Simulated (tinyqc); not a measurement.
Charge-trap memory cell: one step of the calculation.

Channel, tunnel oxide, storage layer, blocking layer, gate. N electrons per area sit in a sheet at the centroid and shift the threshold by U = (q/eps0) N (tb/eb + xc tn/en). EOT = t1 + 3.9 (tn/en + tb/eb); tunnel field F = (Vg - U)/EOT; dN/dt = eta (J/q)(1 - N/Nm). Fowler-Nordheim: J = A F^2 exp(-B/F), A = q^2/(16 pi^2 hbar mo phi) (times 1e14 for A/cm^2 with F in V/nm, emitter mass m0), B = (4/3) sqrt(mo/C) phi^1.5, C = hbar^2/(2 m0).

Task. Midpoint steps of growing length. N(half) = N + (d/2) r(N), N(new) = N + d r(N(half)), r = dN/dt; the step starts at d0 and is multiplied by gr each time. Field in the blocking layer (3.9 F + q N/eps0)/eb.

Values chosen for this exercise; oxide values close to those of silicon dioxide, storage layer close to silicon nitride, blocking layer close to silicon dioxide:
```
symbol,value,unit,meaning
phi,3.06,eV,tunnel barrier
mo,0.47,m0,tunnelling mass
t1,5.2,nm,tunnel oxide (permittivity 3.9)
tn,8.1,nm,storage layer
en,7.2,,its relative permittivity
tb,6.7,nm,blocking layer
eb,3.9,,its relative permittivity
xc,0.59,,"charge centroid, share of tn counted from the blocking side"
eta,0.62,,capture efficiency of an empty layer
Nm,2.5e13,cm^-2,trap density
Vg,20.2,V,gate voltage less flat band and surface potential
d0,4.7e-7,s,first time step
gr,1.4,,growth of the step
n,10,,steps
```

Constants: q = 1.602176634e-19 C, hbar = 1.054571817e-34 J s, m0 = 9.1093837015e-31 kg, eps0 = 8.8541878128e-14 F/cm where lengths are in cm, hbar^2/(2 m0) = 0.0380998212 eV nm^2. Results are converted to the units shown.

Wanted: t; N; U; F; blocking field.

Result.

```
step	t (s)	N (cm^-2)	U (V)	F (V/nm)	blocking field (V/nm)
0	0	0	0.0000	1.2402	1.2402
1	4.7000e-7	4.3935e11	0.1893	1.2286	1.2490
2	1.1280e-6	9.2061e11	0.3968	1.2159	1.2586
3	2.0492e-6	1.4349e12	0.6184	1.2022	1.2688
4	3.3389e-6	1.9730e12	0.8503	1.1880	1.2796
5	5.1444e-6	2.5265e12	1.0888	1.1734	1.2906
6	7.6722e-6	3.0882e12	1.3309	1.1585	1.3018
7	1.1211e-5	3.6523e12	1.5740	1.1436	1.3130
8	1.6166e-5	4.2144e12	1.8163	1.1287	1.3242
9	2.3102e-5	4.7712e12	2.0563	1.1140	1.3353
10	3.2812e-5	5.3204e12	2.2929	1.0994	1.3463
```

Range of the model: The Fowler-Nordheim form needs F t1 above phi; trap-assisted paths and leakage through the blocking layer are left out.

Program tinyqc, `OMP_NUM_THREADS=1 python tinyqc.py 2130089 2130090 out.jsonl`; Intel Xeon 2.30GHz, shared host, one thread, about 0.04 s.
